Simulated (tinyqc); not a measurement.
Band offset from the macroscopic average of a supercell potential, step by step. Values are carried at full precision from step to step, so a last printed digit may differ when a step is redone from the rounded ones.

A model of the planar-averaged electrostatic energy of an electron in a periodic cell of N1 periods of A (L1 = N1 n1 h) and N2 periods of B (L2 = N2 n2 h), on z_j = j h: V(z) = f VA + (1 - f) VB + F t(z), VA = V1[0] + V1[1] cos(2 pi z/(n1 h)) + V1[2] cos(4 pi z/(n1 h)), VB the same with V2, n2 and z - L1. f = [tanh(z/w) - tanh((z - L1)/w) + tanh((z - L1 - L2)/w)]/2 + 1/2; t(z) = z - L1/2 in A and (L1/L2)(L1 + L2/2 - z) beyond, so that the cell is periodic.

Constants: e^2/(4 pi eps0) = 14.39964547 eV angstrom.

Parameters, chosen for this exercise (gaps near those of Si and HfO2; shifted at random, so the results belong to these values and not to a real crystal): h = 0.25 angstrom (grid step); n1 = 5 (grid points per period of A); n2 = 7 (grid points per period of B); N1 = 5 (periods of A); N2 = 4 (periods of B); V1 = (-11.61, 2.43, 0.56) eV (mean and two harmonics of the potential in A); V2 = (-5.75, 2.14, -0.17) eV (the same in B); w = 0.38 angstrom (width of the interfaces); F = 0.014 eV/angstrom (slope in A from opposite charges on the two interfaces); Ev1 = 2.37 eV (valence top of bulk A above its mean potential); Eg1 = (0.6, 1.22) eV (gap of A: semi-local value, corrected value); fv1 = 0.45 (share of the correction that lowers the valence top of A); Ev2 = -5.88 eV (valence top of bulk B above its mean potential); Eg2 = (4.04, 5.86) eV (gap of B: semi-local value, corrected value); fv2 = 0.46 (the same share for B); eps = 5.4 (dielectric constant at the interface).

## The planar average

Evaluate V on the grid, j = 0, 1, ...

V(z_j) (eV): -8.246  -10.606  -12.948  -13.265  -11.303  -8.640  -11.333  -13.422  -13.418  -11.324  -8.629  -11.317  -13.405  -13.401  -11.307  -8.611  -11.300  -13.387  -13.383  -11.287  -8.590  -11.264  -13.263  -12.874  -9.805  -6.156  -5.804  -6.528  -7.856  -7.771  -6.048  -4.355  -3.759  -4.359  -6.057  -7.772  -7.775  -6.067  -4.375  -3.780  -4.381  -6.079  -7.793  -7.797  -6.089  -4.397  -3.803  -4.406  -6.111  -7.833  -7.834  -6.462  -6.327

## Running means

Running mean over n points, periodic: for odd n the plain mean of the n points centred on j; for even n the n + 1 points with half weight at both ends. The macroscopic average applies the mean over n1 points and then over n2 points.

Apply the first mean, then the second.

after the mean over n1 points (eV): -8.918  -10.278  -11.274  -11.352  -11.498  -11.593  -11.623  -11.628  -11.625  -11.622  -11.619  -11.615  -11.612  -11.608  -11.605  -11.601  -11.598  -11.593  -11.589  -11.582  -11.557  -11.456  -11.159  -10.673  -9.581  -8.233  -7.230  -6.823  -6.801  -6.512  -5.958  -5.259  -4.916  -5.261  -5.944  -6.406  -6.409  -5.954  -5.275  -4.936  -5.282  -5.966  -6.428  -6.431  -5.976  -5.298  -4.961  -5.310  -5.998  -6.530  -6.914  -7.341  -7.895

macroscopic average (eV): -9.139  -9.794  -10.401  -10.934  -11.321  -11.513  -11.563  -11.601  -11.618  -11.621  -11.618  -11.615  -11.612  -11.608  -11.605  -11.601  -11.597  -11.589  -11.568  -11.505  -11.373  -11.085  -10.606  -9.984  -9.308  -8.643  -7.979  -7.305  -6.688  -6.214  -5.933  -5.807  -5.751  -5.736  -5.735  -5.738  -5.741  -5.744  -5.747  -5.750  -5.753  -5.756  -5.760  -5.763  -5.767  -5.772  -5.786  -5.855  -6.050  -6.421  -6.986  -7.696  -8.450

Around the middle of B the first mean varies by 1030 meV over five points and the second by 12 meV; the tilt of the potential alone amounts to 12 meV over these points: one window removes only the period it matches.

## The potential line-up

Read the macroscopic average in the middle of each region, j = 12 and j = 39, and its slope in A by a central difference over two points each way.

plateau in A = -11.612 eV
plateau in B = -5.750 eV
dV = B - A = 5.862 eV
slope in A = 0.014 eV/angstrom

The average is tilted: the interfaces carry opposite charges, and the potential changes by +0.09 eV across A and by as much the other way across B. Reading both regions at their mid-points (to within half a grid step), or extrapolating both lines to one interface, removes the tilt from dV.

## Band offsets

dEv = Ev(A) - Ev(B) = Ev1 - (dV + Ev2); dEc = Ec(B) - Ec(A) = Eg2 - Eg1 - dEv. The correction of a gap, c = Eg[1] - Eg[0], lowers the valence top by fv c and leaves dV, a ground-state quantity, as it is. Type I: dEv and dEc of one sign; II: opposite signs; III: no overlap of the gaps.

Give the offsets with semi-local and with corrected band edges.

dEv, dEc, semi-local (eV): 2.388  1.052

lowering of the valence tops of A and B (eV): 0.279  0.837

dEv, dEc, corrected (eV): 2.946  1.694

The correction moves dEv by +0.56 eV and dEc by +0.64 eV; the type stays I.

## The dipole behind the step

A step dV of the mean electron energy from A to B across an interface equals 4 pi (e^2/4 pi eps0) times a dipole per area p (in e angstrom per angstrom^2). For a change of 0.1 eV in dV, give the charge per area moved over 2 angstrom in a medium of dielectric constant eps: sigma = 0.1 eps/(4 pi (e^2/4 pi eps0) 2). 1 angstrom^-2 = 1e16 cm^-2.

|p| = 0.03239 e/angstrom
sigma = 1.49e+13 e/cm^2

With about 7e14 atoms per cm^2 in a plane (as on a silicon (100) face), 2.1 % of an electron per atom shifts the line-up by 0.1 eV.

## Checks

- Line-up in a cell of 14 + 14 periods without slope against V2[0] - V1[0] (eV): both 5.8600.

Run: tinyqc, `OMP_NUM_THREADS=1 python tinyqc.py 1850175 1850176 out.jsonl`; Intel(R) Xeon(R) Processor @ 2.30GHz, one thread, shared host; about 0.01 s of CPU time with all checks.
